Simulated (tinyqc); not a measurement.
Worked calculation: Pariser-Parr-Pople SCF with singles CI, for the molecule C=C(N)C(=C)C=O (SMILES; centres numbered as the heavy atoms are written). One step of it, computed by the program tinyqc.

Task: Singles CI, singlets. Over the 9 single excitations with the smallest orbital gaps: A = (e_a - e_i) delta + 2 (ia|jb) - (ij|ab), with (pq|rs) = sum c_mp c_mq gamma_mn c_nr c_ns. f = 2/3 w |mu|^2 in atomic units, mu = sqrt2 sum c_ia sum_m c_mi c_ma R_m.

orbital energies (eV): -14.468000  -12.807215  -10.768100  -8.729645  -2.617765  -0.519470  2.069889

coefficients:
```
         MO1        MO2        MO3        MO4        MO5        MO6        MO7
1C  0.214289  -0.240855  -0.064319   0.682947   0.255544   0.508590   0.318667
2C  0.469648  -0.423139  -0.106475   0.313030  -0.090237  -0.460831  -0.520147
3N  0.310423  -0.457133  -0.503108  -0.591165   0.076533   0.230515   0.181874
4C  0.521053   0.004115   0.477764  -0.091474  -0.324587  -0.232514   0.576578
5C  0.269066  -0.001970   0.556092  -0.269095   0.645108   0.186397  -0.308287
6C  0.410083   0.426498  -0.059183  -0.031818  -0.466480   0.534782  -0.376591
7O  0.353679   0.609959  -0.436360   0.065778   0.426113  -0.317861   0.159739
```

repulsion gamma_rs (eV):
```
           1C         2C         3N         4C         5C         6C         7O
1C  11.130000   5.345828   4.166084   3.871836   2.881099   3.517944   2.719977
2C   5.345828  11.130000   5.923526   5.343915   3.871836   3.872306   3.000860
3N   4.166084   5.923526  16.800000   4.166591   3.759155   3.041305   2.504423
4C   3.871836   5.343915   4.166591  11.130000   5.345828   5.345934   4.092394
5C   2.881099   3.871836   3.759155   5.345828  11.130000   3.871869   3.697738
6C   3.517944   3.872306   3.041305   5.345934   3.871869  11.130000   5.772324
7O   2.719977   3.000860   2.504423   4.092394   3.697738   5.772324  15.200000
```

Centres (angstrom, eV; a flat drawing with bonds scaled to 1.40 angstrom):

| centre | x | y | core charge z | W | gamma_rr |
|---|---|---|---|---|---|
| 1C | 1.408000 | 1.529000 | 1 | 11.160000 | 11.130000 |
| 2C | 1.102000 | 0.163000 | 1 | 11.160000 | 11.130000 |
| 3N | 2.131000 | -0.786000 | 2 | 25.600000 | 16.800000 |
| 4C | -0.235000 | -0.255000 | 1 | 11.160000 | 11.130000 |
| 5C | -0.541000 | -1.621000 | 1 | 11.160000 | 11.130000 |
| 6C | -1.264000 | 0.694000 | 1 | 11.160000 | 11.130000 |
| 7O | -2.601000 | 0.276000 | 1 | 17.700000 | 15.200000 |

Give: singlet CI matrix; singlet excitation energies; oscillator strengths.

Result:

singlet CI matrix (eV):
```
         4>5      3>5      4>6      2>5      3>6      4>7      1>5      2>6
4>5   3.2141  -0.3670   0.3059  -0.0427  -0.2182   0.2873  -0.1031  -0.0839
3>5  -0.3670   5.2753  -0.2952  -0.1593   0.0296   0.1272  -0.0247  -0.1175
4>6   0.3059  -0.2952   5.3623  -0.1894   0.0285   0.2110  -0.0097  -0.0550
2>5  -0.0427  -0.1593  -0.1894   6.9765   0.1370   0.0542   0.2390  -0.3716
3>6  -0.2182   0.0296   0.0285   0.1370   6.7177  -0.0167   0.3646  -0.2279
4>7   0.2873   0.1272   0.2110   0.0542  -0.0167   7.1629   0.1405  -0.2092
1>5  -0.1031  -0.0247  -0.0097   0.2390   0.3646   0.1405   8.3611  -0.2152
2>6  -0.0839  -0.1175  -0.0550  -0.3716  -0.2279  -0.2092  -0.2152   9.0008
3>7   0.1897  -0.1597  -0.1164  -0.1493  -0.1021  -0.1255  -0.5486   0.0212

         3>7
4>5   0.1897
3>5  -0.1597
4>6  -0.1164
2>5  -0.1493
3>6  -0.1021
4>7  -0.1255
1>5  -0.5486
2>6   0.0212
3>7   9.1953
```

singlet excitation energies (eV): 3.0823  4.9514  5.6933  6.6223  6.9167  7.1944  8.1028  9.0834  9.6193

oscillator strengths: 0.0846  0.0330  0.8675  0.2493  0.4403  0.2375  0.0995  0.0475  0.3182
